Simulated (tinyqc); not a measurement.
# Van der Pauw, Hall and four-point-probe measurements on a doped layer: correction factor against the shape of the sample

A uniform p-type layer with sheet resistance Rs = 1/(q ns mu), point contacts, low field (mu B small).

Rs = 1/(q ns mu). For a rectangle with contacts at the corners, RA = (8 Rs/pi) sum_(k>=0) ln coth((2k + 1) pi a/(2 b)) with current along a short side b and voltage along the opposite one, RB the same with a and b exchanged. ar = a/b. F = Rs/[(pi/ln 2)(RA + RB)/2]; small-asymmetry estimate 1 - (ln 2/2) d^2 - ((ln 2)^2/4 - (ln 2)^3/12) d^4 with d = (RB - RA)/(RB + RA).

Values chosen for this exercise:
```
symbol   value        unit                     meaning
ns      4.5e15       cm^-2  sheet density of the layer
mu          22  cm^2/(V s)              drift mobility
```

Constants: q = 1.602176634e-19 C. Results are converted to the units shown.

Correction factor against the shape of the sample:
```
ar     RA (ohm)  RB (ohm)   RB/RA        F  estimate of F
1        13.910    13.910  1.0000   1.0000         1.0000
1.34     4.7697    31.172  6.5355  0.77403        0.78609
1.69     1.5880    51.695  32.554  0.52212        0.62128
2.03    0.54569    72.614  133.07  0.38027        0.57672
2.37    0.18752    93.871  500.59  0.29577        0.56529
2.71   0.064441    115.25  1788.4  0.24126        0.56225
3.06   0.021460    137.29  6397.4  0.20261        0.56140
3.4   0.0073747    158.72   21522  0.17527        0.56116
```

RB/RA rises from 1.00 to 21500 and F falls from 1.00 to 0.175. The estimate is 19 % above F at a/b = 1.69 and 3.20 times it in the last row. RA shrinks about as exp(-pi a/b): by a factor of 2.91 between the last two rows, against 2.91.

Computed by the program tinyqc: `OMP_NUM_THREADS=1 python tinyqc.py 2850132 2850133 out.jsonl`, one thread of a shared Intel Xeon 2.30GHz, about 0.01 s for the whole run.
